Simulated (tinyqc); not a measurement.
From results to parameters: two-site tight-binding chain. Computed by the program tinyqc.

Problem. A two-site chain has site energies +delta (A) and -delta (B) and hoppings t1 > t2 > 0, so E = +/- sqrt(delta^2 + |t1 + t2 exp(-ika)|^2). Find delta, t1 and t2.

upper band at k = 0 = 3.363406 eV
upper band at the zone edge = 1.094029 eV
weight of the upper band on site A at the zone edge = 0.797067

Solution. The weight on A is (1 + delta/E)/2, which gives delta; then t1 + t2 = sqrt(E(0)^2 - delta^2) and t1 - t2 = sqrt(E(edge)^2 - delta^2).

delta, t1, t2 (eV): 0.6500  2.0900  1.2100
